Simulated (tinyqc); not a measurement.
What each parameter does: defect-molecule model of a vacancy with Jahn-Teller distortion.

Four dangling hybrids a, b, c, d point into the vacancy: H_ii = E0, and -gm between any two. A tetragonal distortion Q pairs a with b and c with d: those two couplings become -gm - I Q and the other four -gm + I Q/2, at an elastic cost k Q^2/2. The a1 level holds two electrons; charge states 2+, + and 0 put n = 0, 1, 2 more into the lowest level of t2 origin. Energy from the 2+ state at Q = 0, with the Fermi level mu counted from Ev: W_n(Q) = n (et - 2 I Q) + k Q^2/2 + Uc n (n - 1)/2 - n mu. et = E0 + gm is the undistorted t2 level.

Values chosen for the exercise (of the size used for the vacancy in silicon; the results hold for these values, not for the real material):
```
symbol  value  unit           meaning
E0      -0.05  eV             level of a dangling hybrid, from Ev
gm      0.36   eV             coupling between two dangling hybrids
I       1.17   eV/angstrom    Jahn-Teller coupling
k       17     eV/angstrom^2  force constant of the mode
Uc      0.26   eV             repulsion of two electrons in one orbital
```

E_JT = 2 I^2/k, E(2+/+) = et - E_JT, E(+/0) = et - 3 E_JT + Uc, U_eff = E(+/0) - E(2+/+); a1 level E0 - 3 gm.

One parameter was then changed.

Results before and after:
```
case     (2+/+) (eV)  (+/0) (eV)  U_eff (eV)  a1 (eV)
base          0.1490      0.0869     -0.0621  -1.1300
changed       0.1490      0.1469     -0.0021  -1.1300
```

Which of these changes was made? (a) E0 = 0 eV; (b) k = 18.7 eV/angstrom^2; (c) gm = 0.4 eV; (d) Uc = 0.32 eV; (e) I = 1.287 eV/angstrom.

Answer: (d) Uc = 0.32 eV. Of the candidates, run in turn, only this one gives the changed row.

All candidates:
```
case                    (2+/+) (eV)  (+/0) (eV)  U_eff (eV)  a1 (eV)
base                         0.1490      0.0869     -0.0621  -1.1300
E0 = 0 eV                    0.1990      0.1369     -0.0621  -1.0800
gm = 0.4 eV                  0.1890      0.1269     -0.0621  -1.2500
I = 1.287 eV/angstrom        0.1151     -0.0146     -0.1297  -1.1300
k = 18.7 eV/angstrom^2       0.1636      0.1308     -0.0328  -1.1300
Uc = 0.32 eV                 0.1490      0.1469     -0.0021  -1.1300
```

E0 and gm move both levels alike, so U_eff depends on I, k and Uc alone.

(tinyqc, `OMP_NUM_THREADS=1 python tinyqc.py 1482775 1482776 out.jsonl`, Intel(R) Xeon(R) Processor @ 2.30GHz, 1 thread, shared host, about 0.01 s.)
